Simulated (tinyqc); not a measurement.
Gaussian against the exact two-step profile: two-step dopant diffusion (predeposition and drive-in) with a constant diffusivity. Computed by tinyqc, a small Python program. Command: `OMP_NUM_THREADS=1 python tinyqc.py 3011361 3011362 out.jsonl dopdiff walk`. One thread of a shared host (Intel(R) Xeon(R) Processor @ 2.30GHz), about 0.08 s of CPU time with the checks.

Fick diffusion into a half space x > 0 whose background doping C_B is of the opposite type, so that a junction lies where C = C_B.

Inputs (values chosen for the exercise, modelled on arsenic in silicon): prefactor D0 = 9.3 cm^2/s; activation energy E = 4 eV; surface concentration C_s = 4.8e+19 1/cm^3; background doping C_B = 1.6e+15 1/cm^3; predeposition temperature T1 = 925 C; predeposition time t1 = 20 min; drive-in temperature T2 = 1200 C; drive-in time t2 = 240 min; ramp rate = 3 C/min; stand-by temperature = 700 C.

Furnace ramps of the drive-in: linear ramps.

Constants: k_B = 8.617333262e-05 eV/K.

Method:
- D = D0 exp(-E/(k_B T)).
- Temperatures in kelvin are T(C) + 273.15.
- Times in seconds are 60 times the minutes.
- One ramp between the stand-by temperature and T2 adds int D dT / rate (40-point Gauss-Legendre); the usual estimate counts it as an extra time k_B T2^2/(E rate) at T2. (Dt)2 = D2 t2 + two ramps, times in seconds.
- C = C_s erfc(x/(2 sqrt(D1 t1))); dose Q = 2 C_s sqrt(D1 t1/pi); the junction solves erfc(z) = C_B/C_s with x_j = 2 z sqrt(D1 t1).
- With a sealed surface and a thin source, C = Q/sqrt(pi (Dt)2) exp(-x^2/(4 (Dt)2)); x_j = 2 sqrt((Dt)2 ln(C(0)/C_B)); gradient at the junction |dC/dx| = C_B x_j/(2 (Dt)2).
- Exact two-step profile: C = (2 C_s/pi) int_0^alpha exp(-beta (1 + u^2))/(1 + u^2) du with alpha = sqrt(D1 t1/(Dt)2), beta = x^2/(4 (D1 t1 + (Dt)2)).
- The integral takes 48 Gauss-Legendre points; solve C(x) = C_B.
- Gaussian: C = Q/sqrt(pi (Dt)2) exp(-x^2/(4 (Dt)2)).
- Depths are fractions of the Gaussian x_j.

surface concentration C(0) (Gaussian) = 2.23898e+17 1/cm^3

junction depth x_j = 2.47884 um

drive-in budget (Dt)2 = 3.10889e-09 cm^2

product D1 t1 = 1.66903e-13 cm^2

exact junction depth = 2.47888 um

Profiles:
```
x/x_j  x (um)  Gaussian (1/cm^3)  exact (1/cm^3)   ratio
0.0    0.0000         2.2390e+17      2.2389e+17  1.0000
0.2    0.4958         1.8374e+17      1.8374e+17  1.0000
0.4    0.9915         1.0156e+17      1.0156e+17  1.0000
0.6    1.4873         3.7802e+16      3.7804e+16  1.0000
0.8    1.9831         9.4767e+15      9.4776e+15  0.9999
1.0    2.4788         1.6000e+15      1.6003e+15  0.9998
1.2    2.9746         1.8193e+14      1.8198e+14  0.9998
```

What follows from these numbers?

With D1 t1/(Dt)2 = 5.4e-5, the Gaussian is 0.0018 % high at the surface and 0.016 % low at its own junction; the exact junction lies at 2.479 um, 0.0016 % deeper. The dose is the same, but the real source already has a width, which is negligible here. Caution: C_s exceeds the intrinsic carrier density of silicon at the predeposition temperature (2e18 to 1e19 per cm^3), where real diffusivities rise with concentration and profiles turn box-like.
